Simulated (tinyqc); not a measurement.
Four-point probe, van der Pauw, Hall and spreading-resistance readings of a semiconductor layer: one step, computed by the program tinyqc. Command: `OMP_NUM_THREADS=1 python tinyqc.py 3111920 3111921 out.jsonl probe walk`. One thread of a shared host (Intel(R) Xeon(R) Processor @ 2.30GHz), about 0.01 s of CPU time with the checks.

The layer is uniform and ohmic; contacts are points unless a radius is given.

Problem. Hall reading. V_H = r_H I B/(e n t); apparent density n/r_H; Hall mobility r_H mu; Hall angle tan = r_H mu B (SI).

Inputs (values chosen for the exercise, modelled on p-type silicon):

| quantity | value | unit |
|---|---|---|
| carrier density n | 5.9e+16 | 1/cm^3 |
| drift mobility mu | 246 | cm^2/(V s) |
| layer thickness t | 25 | micrometre |
| current I | 0.01 | mA |
| magnetic field B | 0.25 | T |
| Hall factor r_H | 0.9 | - |

Backing of the layer: insulating.

Constants: e = 1.602176634e-19 C.

Give: Hall voltage; apparent density; Hall mobility; tangent of the Hall angle.

Solution.

Hall voltage = 0.0095209 mV

apparent density = 6.5556e+16 1/cm^3

Hall mobility = 221.4 cm^2/(V s)

tangent of the Hall angle = 0.005535
